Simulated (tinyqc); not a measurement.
## CMOS inverter, nodal equation and switching: effect of the temperature

An n-channel pull-down (bn, VTn) and a p-channel pull-up (bp, VTp) share the input Vin and the output node Vout, which carries the load C. Transistor (EKV form, voltages against the body): I = 2 n b Vt^2 [F(vp - Vs) - F(vp - Vd)] from drain to source, F(v) = ln^2(1 + exp(v/(2 Vt))), vp = (Vg - VT + sg |Vd - Vs|)/n. n-channel bodies are at 0; for the p-channel device all voltages are counted down from Vdd. b in uA/V^2 gives I in uA. Static: In = Ip. Transient: C dVout/dt = Ip - In. No velocity saturation, no gate capacitance beyond C.

VM solves In = Ip with Vin = Vout; VIL and VIH are the inputs of gain -1, NML = VIL - Vout(VIH), NMH = Vout(VIL) - VIH. For a step input the delay to Vdd/2 is tHL = C times the integral of dV/(In - Ip) from Vdd/2 to Vdd at Vin = Vdd, and tLH likewise with Ip - In from 0 to Vdd/2 at Vin = 0. Thresholds, gain factors and n are held fixed.

Values chosen for this exercise:
```
symbol  value    unit                                  meaning
Vdd         1       V                           supply voltage
n        1.12                                     slope factor
sg      0.085                   drain-induced barrier lowering
VTn      0.26       V                      n-channel threshold
VTp      0.39       V          p-channel threshold (magnitude)
bn        160  uA/V^2  gain factor of the pull-down transistor
bp         80  uA/V^2    gain factor of the pull-up transistor
C         1.3      fF                         load capacitance
```

Constants: q = 1.602176634e-19 C, kB = 1.380649e-23 J/K, Vt = kB T/q. Results are converted to the units shown.

Effect of the temperature:

| T (K) | VM (V) | gain at VM | NML (V) | NMH (V) | tHL (ps) | tLH (ps) |
|---|---|---|---|---|---|---|
| 220 | 0.4054 | -11.76 | 0.2462 | 0.4765 | 14.28 | 40.21 |
| 250 | 0.4052 | -11.76 | 0.2462 | 0.4748 | 14.28 | 40.22 |
| 280 | 0.4048 | -11.76 | 0.2458 | 0.4730 | 14.29 | 40.23 |
| 310 | 0.4044 | -11.76 | 0.2449 | 0.4711 | 14.29 | 40.24 |
| 340 | 0.4039 | -11.76 | 0.2437 | 0.4693 | 14.30 | 40.25 |
| 370 | 0.4034 | -11.75 | 0.2421 | 0.4674 | 14.31 | 40.27 |
| 400 | 0.4027 | -11.73 | 0.2401 | 0.4655 | 14.32 | 40.28 |
| 430 | 0.4020 | -11.71 | 0.2379 | 0.4637 | 14.32 | 40.30 |

As T goes from 220 to 430 K, VM falls from 0.405 to 0.402 V, the size of the gain stays near 11.7, tHL stays near 14.3 ps and tLH stays near 40.2 ps. The smaller margin is largest, 0.246 V, at T = 220 K among the rows. In every row the overdrive passes 0.5 V, where velocity saturation, left out here, would lengthen the delays of short devices.

tinyqc, about 0.04 s, one thread, Intel Xeon 2.30GHz (shared host): `OMP_NUM_THREADS=1 python tinyqc.py 2340046 2340047 out.jsonl`
